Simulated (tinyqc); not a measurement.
Worked calculation: heavy doping: band filling, gap narrowing, band tails and the effective intrinsic density. Computed by tinyqc, a small Python program that keeps every step. Command: `OMP_NUM_THREADS=1 python tinyqc.py 3022638 3022639 out.jsonl gapnarrow walk`. One thread of a shared host (Intel(R) Xeon(R) Processor @ 2.30GHz), about 0.02 s of CPU time with the checks. Intermediate numbers are printed to about 7 digits and carried at full precision; extremes and crossings named in words are read from the listed rows.

An n-type crystal above its Mott density, with all dopants ionised: n = N_D - N_A, ionised centres N_I = N_D + N_A. Valleys are taken as spherical with mass m_e.

Inputs (values chosen for the exercise, modelled on CdS):
```
quantity                      value   unit
gap E_g                        2.52     eV
electron mass m_e             0.201    m_0
valleys M_c                       1      -
hole mass m_h                 0.815    m_0
dielectric constant eps        8.97      -
donor density N_D           1.5e+19  cm^-3
compensation ratio N_A/N_D        0      -
temperature T                   400      K
```

Conduction band: parabolic.

Constants: a_0 = 0.529177210903 angstrom; Ry = 13.605693123 eV; k_B = 8.617333262e-05 eV/K; hbar^2/(2 m_0) = 3.80998212 eV angstrom^2; e = 1.602176634e-19 C; eps_0 = 8.8541878128e-12 F/m; e^2/(4 pi eps_0) = 14.39964548 eV angstrom.

## Scales

n = N_D (1 - ratio); Ry* = Ry m_e/eps^2, a* = a_0 eps/m_e; r_s = (3/(4 pi n))^(1/3)/a*; k_F = (3 pi^2 n/M_c)^(1/3); Mott density (0.26/a*)^3.

n = 1.50e+19 cm^-3

Ry* = 33.98849 meV

a* = 23.61552 angstrom

r_s = 1.065146

k_F = 0.07629641 1/angstrom

Mott density = 1.334527e+18 cm^-3

## Band filling

n = M_c (1/(2 pi^2)) (m_e/(hbar^2/2m_0))^(3/2) int sqrt(E) f dE, f = 1/(1 + exp((E - E_F)/k_B T)); trapezoid rule in t = sqrt(E/k_B T), step 0.02 up to 12; E_F by bisection from the band edge. At T = 0, E_F = (hbar^2/2m_0) k_F^2/m_e; dn/dE_F uses f (1 - f)/k_B T in place of f.

E_F above the band edge = 100.0446 meV

E_F at T = 0 = 110.3405 meV

E_F/k_B T = 2.902423

dn/dE_F = 1.836392e+20 cm^-3/eV

## Screening, narrowing and potential fluctuations

Screening: q^2 = (e/(eps eps_0)) dn/dE_F. Exchange lowers the conduction band by (1/pi) k_F e^2/(4 pi eps_0 eps) (T = 0 Hartree-Fock at k_F, taken as a rigid shift). Screening raises the valence band by (q/2) e^2/(4 pi eps_0 eps) (static Coulomb hole). The narrowing is the sum; electron correlation and carrier-ion shifts are left out. Root-mean-square potential of randomly placed ions: V_rms = (e^2/(4 pi eps_0 eps)) sqrt(2 pi N_I/q).

screening length 1/q = 16.42982 angstrom

exchange term = 38.98644 meV

Coulomb-hole term = 48.85361 meV

gap narrowing = 87.84005 meV

V_rms = 63.17006 meV

V_rms is 0.63 of the larger of E_F and k_B T, so band tails matter. Caution: the screening length is well below a*, where static Thomas-Fermi screening overstates the Coulomb hole.

## What optics and devices see

Absorption edge of a direct gap, from the valence band at k_F (T = 0 value) to the Fermi level: E_g - narrowing + E_F + (hbar^2/2m_0) k_F^2/m_h, k_F = (3 pi^2 n)^(1/3); the shift is the edge less E_g. n p/n_i^2 = exp(narrowing/k_B T) x (n/N) exp(-E_F/k_B T), N being the limit of n exp(-E_F/k_B T) far below the edge (taken at E_F = -12 k_B T); apparent narrowing = k_B T ln(n p/n_i^2).

shift of the absorption edge = 39.41735 meV

absorption edge = 2.559417 eV

apparent narrowing = 38.14038 meV

log10(n p/n_i^2) = 0.4805477

Degeneracy takes back 49.7 meV of the 87.8 meV of narrowing, and the minority density stays above its ideal value n_i^2/n.

## Filling against narrowing

The compensation ratio is held; the absorption edge is given only for E_F above 2 k_B T.

Against carrier density (energies in meV):
```
n (cm^-3)       E_F  narrowing  apparent narrowing     V_rms  shift of the absorption edge
1.50e+18   -23.8044    40.2674            35.04822   29.6525                             -
3.00e+18     5.2462    52.3245            41.94702   36.3395                             -
6.00e+18    39.2812    66.5406            46.02037   45.4105                             -
1.00e+19    70.0762    78.1063            44.39890   54.3186                       12.7372
1.50e+19   100.0446    87.8401            38.14038   63.1701                       39.4173
2.40e+19   143.8278    99.8042            22.52208   75.8575                       81.2502
3.80e+19   200.0330   112.4521            -5.19557   91.2556                      138.1520
6.00e+19   274.4328   126.3065           -49.99683  110.0225                      216.6984
```

Narrowing grows with exponent 0.25 between the last rows (exchange goes as n^(1/3), the Coulomb hole as n^(1/6) in a degenerate parabolic band) and E_F with 0.69 (2/3 for a parabolic band at T = 0). The apparent narrowing peaks at 46.0 meV near 6.0e18 cm^-3 and then falls, as E_F grows faster than the narrowing. In rows with E_F below 2 k_B T the T = 0 exchange term is overstated. Where V_rms is above half of E_F, band tails blur the edge by more than small net shifts. Filling outweighs narrowing at the absorption edge in every degenerate row (a net Burstein-Moss blue shift).

Checks made by the program: E_F at low temperature against the T = 0 value (relative difference 2e-04).
